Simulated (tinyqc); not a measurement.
Undoped symmetric double-gate MOSFET, analytic potential model: effect of the body thickness.

An undoped body of thickness ts between two equal insulators and tied gates; long channel, electrons only, n = ni exp((psi - V)/Vt) with V the quasi-Fermi potential (0 at the source, Vd at the drain), constant mobility, no quantisation. Across the body psi(x) = V - 2 Vt ln[(ts/(2 beta)) sqrt(q ni/(2 eps0 eps_r Vt)) cos(2 beta x/ts)], x from the centre. Q is the electron charge per area of the whole body.

ni = sqrt(Nc Nv) exp(-Eg/(2 Vt)), Eg in volts; r = eps_r tox/(eox ts); V0 = dphi + 2 Vt ln[(2/ts) sqrt(2 eps0 eps_r Vt/(q ni))]. beta (between 0 and pi/2) solves (Vg - V0 - V)/(2 Vt) = ln(beta) - ln(cos beta) + 2 r beta tan(beta). Q = 8 eps0 eps_r Vt beta tan(beta)/ts; I = mu (1/L)(4 eps0 eps_r/ts)(2 Vt)^2 [g(beta_s) - g(beta_d)] per width, g = beta tan(beta) - beta^2/2 + r beta^2 tan^2(beta), with beta_s at V = 0 and beta_d at V = Vd.  I(low) is taken at Vg = -0.08 V, Qs and I(high) at Vg = 0.67 V.

Parameters, values chosen for the exercise; material values those of a made-up semiconductor: temperature T = 300 K; band gap Eg = 0.926 eV; relative permittivity of the semiconductor eps_r = 8.81; conduction-band density of states at T Nc = 2.69e19 cm^-3; valence-band density of states at T Nv = 3.38e19 cm^-3; relative permittivity of the gate insulator eox = 7.84; insulator thickness tox = 5.1 nm; gate work function less that of the intrinsic body dphi = -0.17 V; channel mobility mu = 140 cm^2/(V s); gate length L = 0.5 um; drain voltage Vd = 1 V.

Constants: q = 1.602176634e-19 C, kB = 1.380649e-23 J/K, Vt = kB T/q, eps0 = 8.8541878128e-14 F/cm where lengths are in cm. Results are converted to the units shown.

Effect of the body thickness:
```
ts (nm)  V0 (V)  I(low) (nA/um)  Qs(high) (nC/cm^2)  I(high) (uA/um)
6.7      0.2258         0.01270                1002            63.33
9.3      0.2089         0.01762                1004            64.16
13       0.1916         0.02463                1006            64.83
18       0.1747         0.03411                1007            65.34
26       0.1557         0.04926                1007            65.76
36       0.1389         0.06820                1007            66.04
50       0.1219         0.09472                1008            66.25
```

Read the table: what changes, and by how much?

As ts goes from 6.7 to 50 nm, I(low) rises from 0.0127 to 0.0947 nA/um and I(high) rises from 63.3 to 66.2 uA/um. On average I(low) goes as ts^(1.00) and I(high) goes as ts^(0.02). Below threshold the charge is proportional to the cross-section of the body; above it the insulator sets the charge. In every row the surface density at the source at the higher gate voltage passes 0.3 Nc, where Boltzmann statistics fail. At ts = 6.7 nm the body is thin enough for quantum confinement, left out here, to raise the threshold.

Computed by the program tinyqc: `OMP_NUM_THREADS=1 python tinyqc.py 2440085 2440086 out.jsonl`, one thread of a shared Intel Xeon 2.30GHz, about 0.01 s for the whole run.
